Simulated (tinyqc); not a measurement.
Geometry optimisation on the PBE/sto-6g surface (energies and gradients from PySCF), for BeH2, spin multiplicity 1, step by step. Computed by tinyqc, a small Python program that keeps every step (integrals from PySCF). Settings: charge = 0, multiplicity = 1, basis = sto-6g, functional = pbe,pbe, optimiser = sd, first Hessian = 1.0, largest step = 0.3, iteration cap = 30. Command: `OMP_NUM_THREADS=1 python tinyqc.py 25685 25686 out.jsonl` (the two numbers bound the seeds that draw the settings). One thread of a shared host (Intel(R) Xeon(R) Processor @ 2.60GHz), about 10 s of CPU time with the checks.

## Step 1: energy and gradient

positions at the start (bohr), order 1Be, 2H, 3H:
```
[[-0.077479, -0.062361, 0.045353],
 [0.081258, 2.522784, 0.311805],
 [-0.037795, -2.571917, 0.270231]]
```

Self-consistent energy and analytic gradient at these positions.

energy = -15.81506277 hartree

gradient (hartree/bohr), order 1Be, 2H, 3H:
```
[[-0.00470218, -0.01407016, -0.01102777],
 [0.00294476, 0.02226784, 0.00623563],
 [0.00175541, -0.00819711, 0.00479313]]
```

## Step 1: move

Steepest descent, p = -g / 1; steps longer than 0.3 bohr are cut back.

positions after step 1 (bohr), order 1Be, 2H, 3H:
```
[[-0.072777, -0.048291, 0.056381],
 [0.078313, 2.500517, 0.305569],
 [-0.039550, -2.563720, 0.265438]]
```

## Step 2: energy and gradient

As before.

energy = -15.81591844 hartree

gradient (hartree/bohr), order 1Be, 2H, 3H:
```
[[-0.00411687, -0.00707566, -0.00991788],
 [0.00246759, 0.01622494, 0.00534748],
 [0.00164745, -0.00914866, 0.00457090]]
```

## Step 2: move

As before.

positions after step 2 (bohr), order 1Be, 2H, 3H:
```
[[-0.068660, -0.041215, 0.066299],
 [0.075846, 2.484292, 0.300222],
 [-0.041197, -2.554571, 0.260867]]
```

## Convergence

Stop when the largest gradient component is below 3e-5 hartree/bohr.

Course of the optimisation:
```
step   E (hartree)  largest gradient (hartree/bohr)
1     -15.81506277                         2.23e-02
2     -15.81591844                         1.62e-02
3     -15.81643132                         1.20e-02
4     -15.81677086                         9.09e-03
5     -15.81700865                         7.43e-03
6     -15.81718089                         6.84e-03
7     -15.81730901                         6.32e-03
8     -15.81740684                         5.87e-03
9     -15.81748352                         5.47e-03
10    -15.81754521                         5.11e-03
11    -15.81759601                         4.80e-03
12    -15.81763872                         4.51e-03
13    -15.81767524                         4.24e-03
14    -15.81770688                         4.00e-03
15    -15.81773457                         3.77e-03
16    -15.81775900                         3.56e-03
17    -15.81778065                         3.37e-03
18    -15.81779993                         3.19e-03
19    -15.81781714                         3.01e-03
20    -15.81783254                         2.85e-03
21    -15.81784632                         2.70e-03
22    -15.81785868                         2.56e-03
23    -15.81786976                         2.42e-03
24    -15.81787971                         2.29e-03
25    -15.81788864                         2.17e-03
26    -15.81789666                         2.06e-03
27    -15.81790385                         1.95e-03
28    -15.81791031                         1.85e-03
29    -15.81791612                         1.75e-03
30    -15.81792133                         1.66e-03
```

Distances after the last move, whose energy is not in the table (angstrom):
```
pair    distance
2H-1Be  1.308825
3H-1Be  1.308825
3H-2H   2.617147
```

Not converged within 30 steps: the energy falls at every step, but slowly. Reruns: method bfgs, first Hessian 0.6, largest step 0.3: converged in 9 (E = -15.81797).
